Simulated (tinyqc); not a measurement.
Read current of a NAND string, cells in series solved by shooting: course of the secant iteration.

Cells in series, numbered from 0 at the source line (0 V) to the bit line, each followed by a gap resistance Rg. A cell with gate Vg, threshold VT, source Vs and drain Vd passes I = 2 nf K Vt^2 [F(Vs) - F(Vd)]/(1 + th max(Vg - VT, 0)), F(V) = ln^2(1 + exp((Vg - VT - nf V)/(2 nf Vt))). The selected cell has Vg = Vr, the others Vg = Vp.

For a trial current I start at 0 V and, cell by cell (the selected one is cell 3), solve for the drain: sqrt(F(Vd)) = sqrt(F(Vs) - I/k), k = 2 nf K Vt^2/(1 + th max(Vg - VT, 0)), Vd = [Vg - VT - 2 nf Vt ln(exp(sqrt F) - 1)]/nf, then add I Rg.

Secant steps on the end voltage less Vbl, from the two trials; a trial above the saturation current of a cell has no solution and is moved halfway to the previous trial. Stop below 1e-9 V.

Inputs (values chosen for the exercise); values of the order met in vertical NAND strings: temperature T = 300 K; gain factor of a cell K = 14 uA/V^2; slope factor nf = 2.2; mobility reduction factor th = 0.06 1/V; resistance of the gap between cells Rg = 3.7 kohm; bit-line voltage Vbl = 0.4 V; pass voltage Vp = 6.8 V; read voltage on the selected word line Vr = 2.95 V.

Constants: q = 1.602176634e-19 C, kB = 1.380649e-23 J/K, Vt = kB T/q. Results are converted to the units shown.

thresholds from the source end, cell 0 to 3 (V): [-2.4, -2.4, -2.4, 1.3]
first trial current = 1.8 uA
second trial current = 3 uA

Course of the iteration:

| iteration | I (uA) | end voltage - Vbl (V) | halvings |
|---|---|---|---|
| 1 | 3.21662 | 7.45e-3 | 0 |
| 2 | 3.17463 | -2.86e-4 | 0 |
| 3 | 3.17619 | -2.66e-6 | 0 |
| 4 | 3.17620 | 9.50e-10 | 0 |

Did this iteration meet its convergence test, and what does its course show?

Yes. Converged in 4 iterations to I = 3.1762 uA. The selected cell takes 59.1 % of the bit-line voltage and the gaps together 11.8 %.

Program tinyqc, `OMP_NUM_THREADS=1 python tinyqc.py 2142103 2142104 out.jsonl`; Intel Xeon 2.30GHz, shared host, one thread, about 0.6 s.
